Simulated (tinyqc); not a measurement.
# From optical force constant k back to energy scale eps

Model: Stillinger-Weber potential for a tetrahedral semiconductor. Computed by tinyqc, a small Python program. Command: `OMP_NUM_THREADS=1 python tinyqc.py 3014908 3014909 out.jsonl swsi inv`. One thread of a shared host (Intel(R) Xeon(R) Processor @ 2.30GHz), about 0.1 s of CPU time with the checks.

With x = r/sigma: pair term eps A (B x^-4 - 1) exp(1/(x - a)); for each pair of neighbours j, k of atom i, three-body term eps lambda exp(gamma/(x_ij - a) + gamma/(x_ik - a)) (cos theta_jik + 1/3)^2; both vanish beyond x = a. A = 7.049556277, B = 0.6022245584, a = 1.8.

Inputs (values chosen for the exercise, modelled on germanium): length scale sigma = 2.184 angstrom; three-body strength lambda = 34.2; gamma = 1.1.

Constants: 1 eV/angstrom^3 = 160.2176634 GPa.

Method. All angles are tetrahedral, so only the pair term acts; its minimum lies at x = 2^(1/6) with depth eps, and second neighbours lie beyond the cut-off. a0 = 4 d/sqrt3; E = -2 eps per atom. Second derivatives of the energy per atom, volume a0^3/8: e_xx gives C11, e_xx = -e_yy gives 2 (C11 - C12), e_xy = e_yx = h/2 gives the unrelaxed C44(0). Under that shear the second sublattice shifts by u_z; minimising over u_z gives C44 = C44(0) - E_hu^2/(E_uu V) and Kleinman's zeta = |E_hu/E_uu|/(a0/4). The optical force constant is k = 4 E_uu, with M omega^2 = k at the zone centre.

Problem. A run gave the result below. Find the energy scale eps, known to lie between 1.5 and 2.6 eV.

optical force constant k = 33.2096 eV/angstrom^2

Solution.

Each step takes the trial c = (a f_b - b f_a)/(f_b - f_a), f being the result less the target and a, b, c the logarithms of the listed values; c replaces end b, the old b replaces a if the sign of f changed, and otherwise f_a is halved.

Scan of the range:
```
energy scale eps (eV),optical force constant k (eV/angstrom^2)
1.50,30.0993
1.64,32.9086
1.80,36.1192
1.97,39.5305
2.16,43.3430
2.37,47.5570
2.60,52.1722
```

False position (Illinois rule, in the logarithm of the input) inside the bracket:
```
step,end a,end b,trial,optical force constant k (eV/angstrom^2)
1,1.64000,1.80000,1.65438,33.1971
2,1.80000,1.65438,1.65497,33.2091
3,1.80000,1.65497,1.65502,33.2101
4,1.65497,1.65502,1.65500,33.2096
```

Optical force constant k rises at every point of a 13-point scan of the range (every second point is shown), so one value fits; it is bracketed by 1.64 and 1.80. The scan shows a pure power law with exponent 1.0000, so scaling from any one row also gives the answer directly. Answer: energy scale eps = 1.655 eV.

Caution: the original fit to silicon is too soft in shear (C44) and too stiff for the optical mode.
